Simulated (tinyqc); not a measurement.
Front-illuminated p-i-n photodiode, quantum efficiency and bandwidth: two steps of the calculation.

Light enters through a p layer (0 to xp), a depleted layer (xp to xp + wi) and a thick n substrate, decaying as exp(-al x); one pass, no back reflection. Carriers made in the depleted layer are all collected; those in the neutral layers diffuse.

Values chosen for this exercise; values close to those of germanium at this wavelength: wavelength lam = 1310 nm; absorption coefficient al = 7130 1/cm; reflectance of the front face Rf = 0.05; relative permittivity eps_r = 15.7; thickness of the front p layer xp = 0.96 um; thickness of the depleted layer wi = 2.1 um; electron diffusion coefficient in the p layer Dn = 19 cm^2/s; electron diffusion length in the p layer Ln = 1.3 um; recombination velocity of the front surface S = 600 cm/s; hole diffusion length in the thick n substrate Lp = 51 um; electron drift velocity ve = 5.71e6 cm/s; hole drift velocity vh = 4.15e6 cm/s; diameter dia = 230 um; load resistance RL = 50 ohm; parasitic capacitance Cp = 40 fF; modulation frequency f = 11 GHz.

Constants: q = 1.602176634e-19 C, h = 6.62607015e-34 J s, c = 299792458 m/s, eps0 = 8.8541878128e-14 F/cm where lengths are in cm. Results are converted to the units shown.

Task 1. Quantum efficiency. k = al Ln, s = S Ln/Dn, e = exp(-al xp); front layer f1 = (k/(k^2 - 1)) {[s + k - e (s cosh(xp/Ln) + sinh(xp/Ln))]/[s sinh(xp/Ln) + cosh(xp/Ln)] - k e}; depleted layer f2 = e (1 - exp(-al wi)); substrate f3 = e exp(-al wi) al Lp/(1 + al Lp); external efficiency (1 - Rf)(f1 + f2 + f3); responsivity = efficiency q lam/(h c).

Wanted: s; f1; f2; f3; external efficiency; responsivity.

Result 1.

s = 0.0041053
f1 = 0.41510
f2 = 0.39151
f3 = 0.10982
external efficiency = 0.87061
responsivity = 0.91987 A/W

The front layer absorbs 49.6 % of the light that enters and collects 83.7 % of that. Diffusion from the neutral layers makes up 57.3 % of the current.

Task 2. Response at one frequency. Drift response for pairs made in the depleted layer, a = al wi, g = 1 - exp(-a), u = 2 pi i f, te = wi/ve, th = wi/vh: electrons He = [g - a (exp(-a) - exp(-u te))/(u te - a)]/(u te g), holes Hh = [g - a (1 - exp(-a - u th))/(a + u th)]/(u th g); C = eps0 eps_r pi (dia/2)^2/wi + Cp; total |He + Hh|/sqrt(1 + (2 pi f RL C)^2), for the current of the depleted layer alone.

Wanted: te; th; He; Hh; |He + Hh|; C; total response.

Result 2.

te = 36.78 ps
th = 50.60 ps
He = 0.3062-0.4053i
Hh = 0.1657-0.2273i
|He + Hh| = 0.7892
C = 2790 fF
total response = 0.08141

The drift response alone falls to 1/sqrt(2) at 13.3 GHz and the RC term alone at 1.14 GHz; together they give 1.14 GHz.

tinyqc, about 0.01 s, one thread, Intel Xeon 2.30GHz (shared host): `OMP_NUM_THREADS=1 python tinyqc.py 2250022 2250023 out.jsonl`
